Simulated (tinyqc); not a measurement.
Worked calculation (part 2 of 2): UKS/B3LYP (VWN-RPA form) in the sto-6g basis, for Be+, spin multiplicity 2. Computed by tinyqc, a small Python program that keeps every step (integrals from PySCF). Command: `OMP_NUM_THREADS=1 python tinyqc.py 31273 31274 out.jsonl` (the two numbers bound the seeds that draw the settings). One thread of a shared host (Intel(R) Xeon(R) Processor @ 2.60GHz), about 0.9 s of CPU time with the checks.

Geometry (angstrom):
```
atom         x         y         z
Be    0.000000  0.000000  0.000000
```

## Iteration 4 (converged): orbitals

converged F(alpha) (hartree), lower triangle:
```
            1Be 1s     1Be 2s    1Be 2px    1Be 2py    1Be 2pz
1Be 1s   -4.468941
1Be 2s   -1.227063  -0.851833
1Be 2px   0.000000   0.000000  -0.341460
1Be 2py   0.000000   0.000000   0.000000  -0.341460
1Be 2pz   0.000000   0.000000   0.000000   0.000000  -0.341460
```

converged F(beta) (hartree), lower triangle:
```
            1Be 1s     1Be 2s    1Be 2px    1Be 2py    1Be 2pz
1Be 1s   -4.439944
1Be 2s   -1.226762  -0.734153
1Be 2px   0.000000   0.000000  -0.279935
1Be 2py   0.000000   0.000000   0.000000  -0.279935
1Be 2pz   0.000000   0.000000   0.000000   0.000000  -0.279935
```

X, lower triangle:
```
            1Be 1s    1Be 2s   1Be 2px   1Be 2py   1Be 2pz
1Be 1s    1.025557
1Be 2s   -0.132829  1.025557
1Be 2px   0.000000  0.000000  1.000000
1Be 2py   0.000000  0.000000  0.000000  1.000000
1Be 2pz   0.000000  0.000000  0.000000  0.000000  1.000000
```

Diagonalise F' = X^T F X, C = X C', fill 2 alpha and 1 beta electrons from the bottom; D(s) = C_occ C_occ^T. Each column has its largest component positive (the first on a tie).

F' = X^T F X (alpha) (hartree), lower triangle:
```
           1          2          3          4          5
1  -4.381001
2  -0.587417  -0.640468
3   0.000000   0.000000  -0.341460
4   0.000000   0.000000   0.000000  -0.341460
5   0.000000   0.000000   0.000000   0.000000  -0.341460
```

orbital energies (alpha) (hartree): MO1 -4.471080, MO2 -0.550388, MO3 -0.341460, MO4 -0.341460, MO5 -0.341460

coefficients C (alpha):
```
              MO1        MO2       MO3        MO4        MO5
1Be 1s   0.993573  -0.286744  0.000000   0.000000   0.000000
1Be 2s   0.024156   1.033841  0.000000   0.000000   0.000000
1Be 2px  0.000000   0.000000  0.080356  -0.571003   0.817005
1Be 2py  0.000000   0.000000  0.266892   0.802053   0.534303
1Be 2pz  0.000000   0.000000  0.960371  -0.175117  -0.216846
```

F' = X^T F X (beta) (hartree), lower triangle:
```
           1          2          3          4          5
1  -4.348508
2  -0.607077  -0.516266
3   0.000000   0.000000  -0.279935
4   0.000000   0.000000   0.000000  -0.279935
5   0.000000   0.000000   0.000000   0.000000  -0.279935
```

orbital energies (beta) (hartree): MO1 -4.442378, MO2 -0.422397, MO3 -0.279935, MO4 -0.279935, MO5 -0.279935

coefficients C (beta):
```
              MO1        MO2        MO3       MO4        MO5
1Be 1s   0.993215  -0.287984   0.000000  0.000000   0.000000
1Be 2s   0.025446   1.033810   0.000000  0.000000   0.000000
1Be 2px  0.000000   0.000000  -0.529446  0.848234  -0.013628
1Be 2py  0.000000   0.000000   0.845574  0.526353  -0.089206
1Be 2pz  0.000000   0.000000   0.068495  0.058754   0.995920
```

D(alpha) after iteration 4, lower triangle:
```
            1Be 1s    1Be 2s   1Be 2px   1Be 2py   1Be 2pz
1Be 1s    1.069410
1Be 2s   -0.272447  1.069410
1Be 2px   0.000000  0.000000  0.000000
1Be 2py   0.000000  0.000000  0.000000  0.000000
1Be 2pz   0.000000  0.000000  0.000000  0.000000  0.000000
```

D(beta) after iteration 4, lower triangle:
```
           1Be 1s    1Be 2s   1Be 2px   1Be 2py   1Be 2pz
1Be 1s   0.986475
1Be 2s   0.025273  0.000647
1Be 2px  0.000000  0.000000  0.000000
1Be 2py  0.000000  0.000000  0.000000  0.000000
1Be 2pz  0.000000  0.000000  0.000000  0.000000  0.000000
```

Within a degenerate level the vectors are fixed only up to a rotation; this is one choice.

## Convergence

Stop when the energy changes by less than 1e-09 hartree and every element of the error matrix X^T (F D S - S D F) X (for each spin) is below 9e-06.

Course of the cycle:
```
iteration   E (hartree)     change  largest element of the error matrix
1          -14.29589598          -                             2.06e-01
2          -14.30671477  -1.08e-02                             3.23e-03
3          -14.30671740  -2.64e-06                             5.88e-08
4          -14.30671740   0.000000                             2.89e-08
```

PySCF UKS in the same basis, fine grid, after a stability check = -14.30784388 hartree

Converged in 4 iterations. The coarse grid moves the energy by +1.13e-03 hartree.

## Populations

overlap S, lower triangle:
```
           1Be 1s    1Be 2s   1Be 2px   1Be 2py   1Be 2pz
1Be 1s   1.000000
1Be 2s   0.254764  1.000000
1Be 2px  0.000000  0.000000  1.000000
1Be 2py  0.000000  0.000000  0.000000  1.000000
1Be 2pz  0.000000  0.000000  0.000000  0.000000  1.000000
```

Mulliken: Z minus the diagonal of D S on the atom; Loewdin: the same with S^(1/2) D S^(1/2).

Charges (e):
```
atom  Mulliken   Loewdin  Mulliken spin
1Be   1.000000  1.000000       1.000000
```

<S^2> of the determinant (pure state: 0.75) = 0.750000
